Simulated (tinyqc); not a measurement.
All-pass ring resonator: one step of the calculation.

A ring of length L = 2 pi Rr coupled to one bus waveguide: round-trip amplitude a = 10^(-al L/20), self-coupling t = sqrt(1 - k2). At detuning d from the resonance the round-trip phase is p = 2 pi d/FSR and the transmission T = (a^2 - 2 a t cos p + t^2)/(1 - 2 a t cos p + a^2 t^2). Lossless coupler, linear absorption only.

Question. Resonance parameters. FSR = lam^2/(ng L), finesse F = pi sqrt(a t)/(1 - a t), FWHM = FSR/F, Q = lam/FWHM, Tmin = (a - t)^2/(1 - a t)^2, power build-up k2 a^2/(1 - a t)^2, optical bandwidth c/(lam Q).

Parameters, values chosen for the exercise; values close to those of silicon nitride waveguides: cold resonance wavelength lam = 1550 nm; ring radius Rr = 50 um; group index ng = 1.98; propagation loss al = 0.65 dB/cm; power coupling k2 = 0.014.

Constants: c = 299792458 m/s. Results are converted to the units shown.

Give: a; t; FSR; F; FWHM; Q; Tmin; build-up; bandwidth.

Answer.

a = 0.99765
t = 0.99298
FSR = 3.8623 nm
F = 334.20
FWHM = 11.557 pm
Q = 1.3412e5
Tmin = -6.0238 dB
build-up = 159.17
bandwidth = 1.4421 GHz

The ring is overcoupled; critical coupling needs k2 = 1 - a^2 = 0.00469.

Computed by the program tinyqc: `OMP_NUM_THREADS=1 python tinyqc.py 2650007 2650008 out.jsonl`, one thread of a shared Intel Xeon 2.30GHz, about 0.01 s for the whole run.
